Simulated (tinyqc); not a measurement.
Worked calculation: buckled dimers of a reconstructed (001) surface, two dangling bonds a dimer. Values are carried at full precision from step to step, so a last printed digit may differ when a step is redone from the rounded ones.

In a dimer one atom moves up by z and the other down by z; the dangling bond of the up atom (more s-like) falls by gm z and that of the down atom rises by gm z. With all dimers tilted alike: H(k) = [[-gm z - 2 ta cos k, -tp - 2 tx cos k], [., gm z - 2 ta cos k]], k along the row in 1/a. Two electrons a dimer fill the lowest N of the 2N levels on the mesh k_j = (j + 1/2) pi/N. Total energy a dimer: W(z) = (2/N) sum of the filled levels + kf z^2. Repulsion between electrons is left out.

Constants: kB = 8.617333262e-05 eV/K.

Values chosen for the exercise (of the size met on Si(001); not measured data):
- tp = 0.37 eV (pi coupling inside a dimer)
- ta = 0.17 eV (coupling between like atoms along the row)
- tx = 0.03 eV (diagonal coupling along the row)
- gm = 1.77 eV/angstrom (shift of a dangling bond with height)
- z = 0.39 angstrom (a trial buckling)
- k = 0.68 pi/a (wave vector along the row)
- kf = 4.1 eV/angstrom^2 (force constant of buckling)
- N = 12 (k points)

## One k point at the trial buckling

Form H, its levels and the weight of the lower one on the up atom, (1 + gm z/sqrt((gm z)^2 + h^2))/2 with h the off-diagonal element; k is given in pi/a.

H (eV):
```
           up     down
up    -0.5081  -0.3379
down  -0.3379   0.8725
```

levels (eV): -0.5864  0.9507

weight on the up atom = 0.9491

## The bands on the mesh

Both levels at each k_j for the trial z, and W(z).

Levels (eV):

| j | k (pi/a) | lower | upper |
|---|---|---|---|
| 0 | 0.0417 | -1.1501 | 0.4759 |
| 1 | 0.1250 | -1.1250 | 0.4967 |
| 2 | 0.2083 | -1.0765 | 0.5370 |
| 3 | 0.2917 | -1.0081 | 0.5941 |
| 4 | 0.3750 | -0.9244 | 0.6642 |
| 5 | 0.4583 | -0.8313 | 0.7426 |
| 6 | 0.5417 | -0.7352 | 0.8239 |
| 7 | 0.6250 | -0.6425 | 0.9027 |
| 8 | 0.7083 | -0.5596 | 0.9736 |
| 9 | 0.7917 | -0.4921 | 1.0316 |
| 10 | 0.8750 | -0.4445 | 1.0727 |
| 11 | 0.9583 | -0.4198 | 1.0940 |

band energy = -1.5682 eV
elastic energy = 0.6236 eV
W = -0.9446 eV

The lower band is full and the upper empty.

## An isolated dimer

For ta = tx = 0, W = -2 sqrt(tp^2 + (gm z)^2) + kf z^2. It buckles if gm^2/kf > tp; then sqrt(tp^2 + (gm z)^2) = gm^2/kf, the gap is twice that, and the gain is (gm^2/kf - tp)^2 kf/gm^2.

gm^2/kf = 0.7641 eV
buckling z = 0.3777 angstrom
gap = 1.5282 eV
gain = 0.2033 eV

The pi bond is too weak to resist: the dimer tilts and charge moves to the up atom.

## The row at its minimum

Minimise W over z from 0 to 1 angstrom. Gap: lowest upper level less highest lower level on 201 points from 0 to pi (negative: overlap). Charge moved to the up atom: the mean of gm z/sqrt((gm z)^2 + h^2) over the mesh, valid for a full lower band.

z = 0.3775 angstrom
gain over flat dimers = 0.2051 eV

gap (eV): flat 0.0600, at the minimum 0.8511

charge moved = 0.874 e

With these values the flat row already has a gap and buckling widens it; fuller one-electron models of Si(001) and Ge(001) find the flat dimers metallic. Per dimer, the gain is also the barrier for flipping the whole row together in this picture, 7.9 kT at 300 K.

## Checks

- Buckling of an isolated dimer from the formula against numerical minimisation: both 0.3777.

Computed by tinyqc, a small Python program: `OMP_NUM_THREADS=1 python tinyqc.py 1451961 1451962 out.jsonl` (the numbers bound the seed that draws the inputs); one thread of a shared host (Intel(R) Xeon(R) Processor @ 2.30GHz), about 0.05 s for the whole set of steps.
